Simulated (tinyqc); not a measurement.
Course in time: spin coating of a resist or spin-on film: centrifugal thinning, evaporation and the final thickness (Emslie and Meyerhofer models). Computed by tinyqc, a small Python program. Command: `OMP_NUM_THREADS=1 python tinyqc.py 3111382 3111383 out.jsonl spincoat walk`. One thread of a shared host (Intel(R) Xeon(R) Processor @ 2.30GHz), about 0.09 s of CPU time with the checks.

A Newtonian film stays uniform over the wafer; solvent and solids have the same density and the concentration is uniform through the thickness.

Inputs (values chosen for the exercise, of the order of those of a polymer resist in an ester solvent):
```
quantity                                 value          unit
solids volume fraction c0                0.052             -
kinematic viscosity of the solvent nu_s    1.6        mm^2/s
viscosity constant k                      4100        mm^2/s
viscosity exponent gamma                   2.8             -
spin speed f                              6000           rpm
evaporation rate at 1000 rpm e0           0.16  micrometre/s
starting thickness h0                      400    micrometre
wafer radius R                             100            mm
shrinkage in the bake                      1.9             %
```

Method:
- omega = 2 pi f/60; nu(c) = nu_s + k c^gamma; evaporation rate e = e0 sqrt(f/1000 rpm).
- Flow constant K = 2 omega^2/(3 nu(c0)); Reynolds number of the air omega R^2/nu_air with nu_air = 15 mm^2/s.
- Meyerhofer estimate: flow rules until (1 - c0) K h^3 = e, then evaporation alone: h_w = (e/((1 - c0) K))^(1/3), dry film c0 h_w.
- Full model for solids s and liquid l per area, h = s + l, c = s/h: ds/dt = -c Q, dl/dt = -(1 - c) Q - e, Q = 2 omega^2 h^3/(3 nu(c)); integrated adaptively (relative tolerance 1e-9) until l = 0.
- Dry film = s at l = 0, before the bake; film after the bake = s x (1 - shrinkage).
- Times are fractions of the time to dry.

omega = 628.319 1/s

evaporation rate e = 0.391918 micrometre/s

dry film = 93.8856 nm

dry film, estimate = 83.5573 nm

History:
```
fraction   t (s)  h (micrometre)        c  nu (mm^2/s)         Q/e  s (nm)
0.003     0.0151          18.225  0.05201         2.64  1.5388e+03  947.92
0.010     0.0502           9.986  0.05207         2.65  2.5277e+02  519.93
0.030     0.1507           5.754  0.05236         2.66  4.8075e+01  301.27
0.100     0.5024           3.110  0.05422         2.77  7.2870e+00  168.61
0.200     1.0049           2.130  0.05865         3.06  2.1224e+00  124.93
0.350     1.7585           1.493  0.06938         3.94  5.6773e-01  103.58
0.500     2.5122           1.103  0.08742         6.06  1.4890e-01   96.46
0.700     3.5171           0.686  0.13718        17.35  1.2493e-02   94.09
0.900     4.5219           0.291  0.32285       174.58  9.4596e-05   93.89
```

What does the comparison show, and why?

Q/e drops below 1 between t = 1.0 and 1.8 s, when c has risen from 0.052 to about 0.069; after that row the solids fall by a further 9 %. The full model gives 1.12 times the two-stage estimate. Caution: above a Reynolds number of about 3e5 the air flow near the rim turns turbulent, and evaporation is no longer uniform.
